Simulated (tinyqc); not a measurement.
Worked calculation: composition and strain of an epitaxial Si(1-x)Ge(x) layer from Raman and X-ray peaks. Computed by tinyqc, a small Python program that keeps every step. Command: `OMP_NUM_THREADS=1 python tinyqc.py 3024519 3024520 out.jsonl epiraman walk`. One thread of a shared host (Intel(R) Xeon(R) Processor @ 2.30GHz), about 0.01 s of CPU time with the checks. Intermediate numbers are printed to about 6 digits and carried at full precision; extremes and crossings named in words are read from the listed rows.

A (001) layer, biaxially strained in the plane. The Raman peaks follow empirical lines omega = w0 + c1 x + c3 x^3 + b eps (c3 for Si-Ge alone), with eps the in-plane strain.

Inputs (values chosen for the exercise, modelled on silicon-germanium): Ge fraction x = 0.52; degree of relaxation R = 0.19; lattice constant of Si = 5.431 angstrom; lattice constant of Ge = 5.658 angstrom; bowing B = 0.029 angstrom; 2 C12/C11 of Si = 0.773; 2 C12/C11 of Ge = 0.75; Si-Si: w0 = 521.2 1/cm; Si-Si: c1 = -69 1/cm; Si-Si: strain coefficient b = -761 1/cm; Si-Ge: w0 = 400.1 1/cm; Si-Ge: c1 = 24.4 1/cm; Si-Ge: c3 = -34.7 1/cm; Si-Ge: strain coefficient b = -570 1/cm; Ge-Ge: w0 = 280.1 1/cm; Ge-Ge: c1 = 20.1 1/cm; Ge-Ge: strain coefficient b = -420 1/cm; uncertainty of a Raman peak = 0.2 1/cm; X-ray wavelength = 1.540598 angstrom.

Substrate: germanium. Pair of peaks used: Si-Ge and Ge-Ge.

## Lattice constants and strain

Relaxed lattice constant a(x) = a_Si + (a_Ge - a_Si) x - B x (1 - x). In-plane constant a_par = a_sub + R (a(x) - a_sub); eps = a_par/a(x) - 1; eps_perp = -(2 C12/C11) eps with 2 C12/C11 linear in x; a_perp = a(x) (1 + eps_perp).

relaxed constant a(x) = 5.54180 angstrom

substrate constant a_sub = 5.658 angstrom

a_par = 5.63592 angstrom

in-plane strain eps = 16.9838 per mille

strain along the normal = -12.9253 per mille

a_perp = 5.47017 angstrom

The layer is under tension in the plane and is shortened along the normal.

## Raman peaks

Insert x and eps in the three lines; the strain part is b eps.

Si-Si peak = 472.395 1/cm

Si-Ge peak = 398.228 1/cm

Ge-Ge peak = 283.419 1/cm

strain parts (1/cm): Si-Si -12.9247, Si-Ge -9.6808, Ge-Ge -7.1332

Read as unstrained, the Si-Si peak would give x = 0.707 in place of 0.52.

## X-ray (004) reflection

Bragg angle theta = arcsin(2 lambda/a) for (004), for the substrate with a_sub and the layer with a_perp; separation in arc seconds.

theta of the substrate = 32.9955 degree

theta of the layer = 34.2824 degree

separation, layer less substrate = 4632.79 arcsec

## Back from two peaks to composition and strain

Unknowns x and eps (per mille). Newton steps: J d = (measured - model), J = [d omega/dx, d omega/d eps] for the two peaks; start at x = 0.5, eps = 0; stop when |d| < 1e-9. The peaks are rounded to 0.001 per cm; R = (a(x)(1 + eps) - a_sub)/(a(x) - a_sub).

peaks used (1/cm): Si-Ge 398.228, Ge-Ge 283.419

Iterations:
```
step         x  eps (per mille)  residual 1 (1/cm)  residual 2 (1/cm)
0     0.500000           0.0000       -9.73450e+00             -6.731
1     0.520744          17.0189        2.27072e-02              0.000
2     0.520014          16.9840        2.88710e-05              0.000
3     0.520013          16.9840        4.68958e-11              0.000
```

recovered x = 0.520013

recovered eps = 16.9840 per mille

recovered R = 0.19

## Which pair of peaks is best

For each pair invert J = [d omega/dx, d omega/d eps] at the true x. Independent errors of the given size in both peaks give sigma_x and sigma_eps = uncertainty x (norm of the rows of the inverse of J).

Error propagation:
```
pair               det J     sigma_x  sigma_eps (per mille)
Si-Si and Si-Ge  36.4773  0.00521311               0.378876
Si-Si and Ge-Ge  44.2761  0.00392630               0.324636
Si-Ge and Ge-Ge  13.0314   0.0108664               0.313804
```

The pair Si-Si and Ge-Ge fixes x best (sigma_x = 0.0039) and Si-Ge and Ge-Ge worst (0.011), a factor 2.8. Strain moves all peaks the same way, so a good pair needs different ratios of composition slope to strain coefficient, best of opposite sign; the slopes here are -69, -3.7 and 20.1 per cm for Si-Si, Si-Ge and Ge-Ge. Errors in the coefficients themselves are not counted.

## Relaxation at fixed composition

(004) Bragg angle theta = arcsin(2 lambda/a), with a = a_perp for the layer and a_sub for the substrate; separation = layer less substrate. The apparent x is the one that a fully strained layer (R = 0) would need to give the same a_perp.

Signatures; columns: (1) R; (2) eps (per mille); (3) Si-Si (1/cm); (4) Ge-Ge (1/cm); (5) a_perp (angstrom); (6) (004) separation (arcsec); (7) apparent x if R = 0 is assumed:
```
(1)       (2)      (3)      (4)      (5)      (6)       (7)
0.00  20.9676  469.364  281.746  5.45337  5066.33  0.520000
0.15  17.8225  471.757  283.067  5.46663  4723.79  0.552674
0.30  14.6773  474.151  284.388  5.47990  4383.29  0.585111
0.50  10.4838  477.342  286.149  5.49759  3932.44  0.627998
0.70   6.2903  480.533  287.910  5.51527  3485.13  0.670485
0.85   3.1451  482.927  289.231  5.52854  3151.96  0.702093
1.00   0.0000  485.320  290.552  5.54180  2820.74  0.733488
```

Full relaxation moves the Si-Si peak by +15.96 per cm and shrinks the X-ray separation to 56 % of its strained value, about 1/(1 + 2 C12/C11). A symmetric reflection alone cannot part x from R: a relaxed layer read as strained gives x = 0.733 in place of 0.52. An asymmetric reflection or a second peak is needed.

Checks made by the program: recovered composition (relative difference 2e-05).
